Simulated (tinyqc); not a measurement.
# Hexagonal on-chip spiral inductor, lumped pi model: two studies

Outer diameter do = di + 2 n wd + 2 (n - 1) sp, mean da = (do + di)/2, fill p = (do - di)/(do + di), length l = 3.464 n da. L = 2.33 mu0 n^2 da/(1 + 3.82 p), mu0 = 4 pi 1e-7 H/m. Rs = rho l/(wd delta (1 - exp(-th/delta))), delta = sqrt(rho/(pi f mu0)). Cs = n wd^2 eps0 eo/hu across the coil. At each end Cox = l wd eps0 eo/(2 ho) leads to the substrate branch Rsi = 2 rs he/(l wd) in parallel with Csi = l wd eps0 11.7/(2 he). With one end grounded Y = 1/(Rs + i w L) + i w Cs + 1/[1/(i w Cox) + 1/(1/Rsi + i w Csi)], w = 2 pi f; Q = -Im Y/Re Y. Eddy currents in neighbouring turns and in the substrate are left out.

Inputs (values chosen for the exercise); values of the order met in silicon radio-frequency processes:
```
symbol  value     unit                                     meaning
n         2.5                                      number of turns
wd         15       um                                  line width
sp        1.5       um                         space between turns
di         40       um                              inner diameter
th          2       um                             metal thickness
rho         3  uohm cm                           metal resistivity
ho          5       um                        oxide below the coil
hu        1.3       um            oxide between coil and underpass
eo          3                   relative permittivity of the oxide
rs          1   ohm cm                       substrate resistivity
he         50       um  effective spreading depth in the substrate
f         2.1      GHz                                   frequency
```

Constants: eps0 = 8.8541878128e-12 F/m. Results are converted to the units shown.

Each table varies one quantity; the others keep the values above.

## Quality factor against frequency

Apparent inductance Im(1/Y)/w; share of the loss Re(substrate branch)/Re Y.

Quality factor against frequency:
```
f (GHz)	Rs (ohm)	w L/Rs	Q	apparent inductance (nH)	loss in the substrate (%)
0.69	0.9195	2.369	2.368	0.5027	8.353e-4
1.1	0.9864	3.521	3.518	0.5030	0.004612
1.8	1.080	5.260	5.245	0.5038	0.02891
3	1.213	7.808	7.738	0.5060	0.1939
4.9	1.388	11.15	10.81	0.5118	1.176
8	1.626	15.53	13.80	0.5278	6.572
13	1.949	21.06	13.27	0.5727	27.92
21	2.382	27.84	6.636	0.7115	65.53
35	3.005	36.77	0.9227	0.9537	89.65
```

What does the table show?

Q goes from 2.37 through a maximum of 13.8 (at f = 8 GHz among the rows listed) to 0.923; the exact peak is 14.3 at 9.98 GHz and Q reaches zero at the self-resonance, 41.3 GHz. The share of the substrate rises from 8.35e-4 to 89.7 %, and the apparent inductance ends at 1.90 times L. At the peak the substrate takes 13.4 % of the loss.

## Effect of the number of turns

Same model as above.

Peak Q and its frequency from a search over f; self-resonance where Im Y = 0; Q at the given f (negative beyond resonance).

Result of one run:
```
n	L (nH)	do (um)	peak Q	f of the peak (GHz)	self-resonance (GHz)	Q at f
2.5	0.5025	119.5	14.34	9.976	41.30	5.917
```

What becomes of these results when the number of turns n is changed from 2.5 to 8.5, all else the same?

Result of the changed run:
```
n	L (nH)	do (um)	peak Q	f of the peak (GHz)	self-resonance (GHz)	Q at f
8.5	9.536	317.5	8.501	1.563	3.269	7.336
```

The whole series:
```
n	L (nH)	do (um)	peak Q	f of the peak (GHz)	self-resonance (GHz)	Q at f
1.5	0.1733	86.50	15.63	19.31	111.3	4.303
2.5	0.5025	119.5	14.34	9.976	41.30	5.917
3.5	1.068	152.5	13.18	6.358	20.49	7.367
4.5	1.929	185.5	12.09	4.441	12.28	8.622
5.5	3.147	218.5	11.07	3.272	8.152	9.534
6.5	4.780	251.5	10.14	2.497	5.768	9.845
8.5	9.536	317.5	8.501	1.563	3.269	7.336
```

As n goes from 1.5 to 8.5, L rises from 0.173 to 9.54 nH, the peak Q falls from 15.6 to 8.50, its frequency falls from 19.3 to 1.56 GHz and the self-resonance falls from 111 to 3.27 GHz.

Numbers from tinyqc (`OMP_NUM_THREADS=1 python tinyqc.py 2302114 2302115 out.jsonl`; about 0.01 s on one thread of a shared Intel Xeon 2.30GHz).
